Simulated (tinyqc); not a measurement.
MOS inversion layer, Poisson-Schroedinger loop: two steps of the calculation.

Electrons confined at an insulator interface at z = 0, treated as a hard wall; parabolic valleys, Hartree approximation, no image or exchange terms. The depletion charge lies far deeper than the electrons and gives a uniform field q Nd/(eps0 eps_r); the gate balances all charge. Energies are counted from the band edge at the interface.

Values chosen for this exercise; masses and permittivity close to those of In0.53Ga0.47As: relative permittivity eps_r = 14; mass along z of valley set A (1 valley(s)) mz1 = 0.0415 m0; sheet density of electrons Ns = 9.9e11 cm^-2; mesh step hz = 2.7 nm; mixing factor a = 0.5.

Constants: q = 1.602176634e-19 C, hbar = 1.054571817e-34 J s, m0 = 9.1093837015e-31 kg, eps0 = 8.8541878128e-14 F/cm where lengths are in cm, hbar^2/(2 m0) = 0.0380998212 eV nm^2. Results are converted to the units shown.

Problem 1. Levels and probability densities. Tridiagonal Hamiltonian with psi = 0 one step beyond both ends: H_ii = C (1/m_(i-1/2) + 1/m_(i+1/2))/hz^2 + V0_i + U_i, H_(i,i+1) = -C/(m_(i+1/2) hz^2), C = hbar^2/(2 m0). The lowest 2 level(s) are kept, normalised to hz sum |psi|^2 = 1. The mass is the same on all intervals.

| node | fixed potential V0 (eV) | self-consistent potential U at the start (eV) |
|---|---|---|
| 1 | 0.00907341 | 0 |
| 2 | 0.01814683 | 0 |
| 3 | 0.02722024 | 0 |
| 4 | 0.03629366 | 0 |
| 5 | 0.04536707 | 0 |
| 6 | 0.05444049 | 0 |
| 7 | 0.06351390 | 0 |
| 8 | 0.07258731 | 0 |
| 9 | 0.08166073 | 0 |
| 10 | 0.09073414 | 0 |
| 11 | 0.09980756 | 0 |
| 12 | 0.10888097 | 0 |
| 13 | 0.11795439 | 0 |
| 14 | 0.12702780 | 0 |
| 15 | 0.13610121 | 0 |

Wanted: levels; |psi|^2 of A1; |psi|^2 of A2.

Solution 1.

levels (eV): A1 0.05064, A2 0.08808

| node | \|psi\|^2 of A1 (1/nm) | \|psi\|^2 of A2 (1/nm) |
|---|---|---|
| 1 | 0.02487 | 0.02356 |
| 2 | 0.06936 | 0.04439 |
| 3 | 0.09065 | 0.02277 |
| 4 | 0.07997 | 0.00033 |
| 5 | 0.05397 | 0.01489 |
| 6 | 0.02962 | 0.04876 |
| 7 | 0.01371 | 0.06794 |
| 8 | 0.00548 | 0.06232 |
| 9 | 0.00193 | 0.04323 |
| 10 | 0.00060 | 0.02421 |
| 11 | 0.00017 | 0.01136 |
| 12 | 0.00004 | 0.00455 |
| 13 | 0.00001 | 0.00156 |
| 14 | 0.00000 | 0.00044 |
| 15 | 0.00000 | 0.00008 |

Problem 2. Density, output potential and mixing. n_i = sum_k N_k |psi_k|^2 (converted to cm^-3). Hartree part by Gauss: on the interval before node i the electrons still beyond are S_i = Ns - hz sum_(j<i) n_j, and U_i = U_(i-1) + q S_i hz/(eps0 eps_r) in eV, U_0 = 0 at the interface. Mixing: U(new) = U + a (U(out) - U).

| node | z (nm) | self-consistent potential U at the start (eV) | \|psi\|^2 of A1 (1/nm) | \|psi\|^2 of A2 (1/nm) |
|---|---|---|---|---|
| 1 | 2.7 | 0 | 0.024872084 | 0.023558882 |
| 2 | 5.4 | 0 | 0.069361531 | 0.044389286 |
| 3 | 8.1 | 0 | 0.090645332 | 0.022768498 |
| 4 | 10.8 | 0 | 0.079973315 | 0.000330465 |
| 5 | 13.5 | 0 | 0.053965751 | 0.014886443 |
| 6 | 16.2 | 0 | 0.029615401 | 0.048760992 |
| 7 | 18.9 | 0 | 0.013706021 | 0.067936597 |
| 8 | 21.6 | 0 | 0.005479483 | 0.062317052 |
| 9 | 24.3 | 0 | 0.001925075 | 0.043228513 |
| 10 | 27 | 0 | 0.000602013 | 0.024211553 |
| 11 | 29.7 | 0 | 0.000169209 | 0.011356789 |
| 12 | 32.4 | 0 | 0.000043019 | 0.004551049 |
| 13 | 35.1 | 0 | 0.000009879 | 0.001560127 |
| 14 | 37.8 | 0 | 0.000001981 | 0.000437054 |
| 15 | 40.5 | 0 | 0.000000276 | 0.000077072 |

N_k (cm^-2): A1 6.7207233e11, A2 3.1792767e11

Wanted: n; U(out); U after round 1.

Solution 2.

| node | n (1e17 cm^-3) | U(out) (eV) | U after round 1 (eV) |
|---|---|---|---|
| 1 | 2.421 | 0.0345 | 0.01727 |
| 2 | 6.073 | 0.0668 | 0.03341 |
| 3 | 6.816 | 0.0934 | 0.04668 |
| 4 | 5.385 | 0.1135 | 0.05674 |
| 5 | 4.100 | 0.1285 | 0.06427 |
| 6 | 3.541 | 0.1397 | 0.06986 |
| 7 | 3.081 | 0.1476 | 0.07379 |
| 8 | 2.349 | 0.1525 | 0.07626 |
| 9 | 1.504 | 0.1553 | 0.07763 |
| 10 | 0.810 | 0.1566 | 0.07828 |
| 11 | 0.372 | 0.1571 | 0.07856 |
| 12 | 0.148 | 0.1573 | 0.07866 |
| 13 | 0.050 | 0.1574 | 0.07869 |
| 14 | 0.014 | 0.1574 | 0.07870 |
| 15 | 0.002 | 0.1574 | 0.07870 |

Numbers from tinyqc (`OMP_NUM_THREADS=1 python tinyqc.py 2160030 2160031 out.jsonl`; about 0.6 s on one thread of a shared Intel Xeon 2.30GHz).
